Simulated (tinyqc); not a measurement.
True capacitance, leakage and series resistance from two frequencies.

Problem. A capacitance C in parallel with G and in series with Rs is measured as Cp and D = Gp/(w Cp) at two frequencies. The series reading Cs = Cp (1 + D^2) equals C + G^2/(w^2 C), and Re Z = D/(w Cp (1 + D^2)) = Rs + G/(G^2 + w^2 C^2). Find C, G and Rs.

f (Hz): [10000, 1e5]
Cp (pF): [174.114547, 174.106604]
D: [1.21022649, 0.127748619]

Answer. w^2 Cs = w^2 C + G^2/C is a straight line in w^2 with slope C; the intercept gives G, and the real part then gives Rs.

C = 174.4 pF
G = 13.24 uS
Rs = 62.00 ohm

Program tinyqc, `OMP_NUM_THREADS=1 python tinyqc.py 2022120 2022121 out.jsonl`; Intel Xeon 2.30GHz, shared host, one thread, about 0.01 s.
